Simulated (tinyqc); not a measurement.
Scan in temperature at fixed frequency: admittance spectroscopy and thermally stimulated current of one trap level in a depletion layer. Computed by tinyqc, a small Python program. Command: `OMP_NUM_THREADS=1 python tinyqc.py 3113476 3113477 out.jsonl admit walk`. One thread of a shared host (Intel(R) Xeon(R) Processor @ 2.30GHz), about 0.01 s of CPU time with the checks.

A Schottky junction on n-type material holds one donor-like electron trap; shallow donors are fully ionised and abrupt depletion edges are assumed.

Inputs (values chosen for the exercise, modelled on n-type GaN):

| quantity | value | unit |
|---|---|---|
| dielectric constant eps | 9.38 | - |
| density-of-states mass m | 0.197 | m_0 |
| shallow doping N | 3.4e+15 | 1/cm^3 |
| trap density N_t | 1.4e+14 | 1/cm^3 |
| trap depth E_t below the band | 0.3 | eV |
| capture cross section sigma | 2.3e-16 | cm^2 |
| band bending V_b | 1.8 | V |
| test frequency f | 1000 | Hz |

Constants: k_B = 1.380649e-23 J/K; m_0 = 9.1093837015e-31 kg; h = 6.62607015e-34 J s; k_B = 8.617333262e-05 eV/K; eps_0 = 8.8541878128e-12 F/m; e = 1.602176634e-19 C.

Method:
- N_c = 2 (2 pi m k_B T/h^2)^(3/2), v_th = sqrt(3 k_B T/m), emission rate e_n = sigma v_th N_c exp(-E_t/(k_B T)).
- Where the level crosses the Fermi level capture equals emission, so the trap follows the signal with the rate 2 e_n; G/omega peaks at omega = 2 e_n (the correction for large N_t/N is left out).
- Solve 2 e_n(T_p) = 2 pi f.
- With E_c - E_F = k_B T_p ln(N_c/N): lambda = sqrt(2 eps eps_0 (E_t - (E_c - E_F))/(e^2 N)); traps are empty and charged for x < x_t = w - lambda, and V_b = e (N w^2 + N_t x_t^2)/(2 eps eps_0). High frequency: C_hf = eps eps_0/w. Low frequency: C_lf = eps eps_0 (N + N_t)/(N w + N_t x_t).
- With x = omega/(2 e_n): C = C_hf + (C_lf - C_hf)/(1 + x^2), G/omega = (C_lf - C_hf) x/(1 + x^2); C_hf and C_lf are held at their values at T_p.

peak temperature T_p = 235.640 K

C_hf = 11.3179 nF/cm^2

C_lf = 11.4610 nF/cm^2

Admittance:

| T (K) | omega/(2 e_n) | C (nF/cm^2) | G/omega (nF/cm^2) |
|---|---|---|---|
| 207.4 | 9.6501 | 11.319 | 0.014670 |
| 216.8 | 4.2653 | 11.325 | 0.031798 |
| 223.9 | 2.4034 | 11.339 | 0.050749 |
| 230.9 | 1.4105 | 11.366 | 0.067510 |
| 235.6 | 1.0028 | 11.389 | 0.071542 |
| 240.4 | 0.7171 | 11.412 | 0.067761 |
| 247.4 | 0.4495 | 11.437 | 0.053503 |
| 256.8 | 0.2492 | 11.453 | 0.033576 |
| 268.6 | 0.1256 | 11.459 | 0.017690 |

What follows from these numbers?

The peak of G/omega is half the step, 0.0715 nF/cm^2. Its full width is near 2 ln(2 + sqrt3) k_B T_p^2/(E_t + 2 k_B T_p) = 37.0 K.

Extremes, crossings and ranges named in words are read from the listed rows.
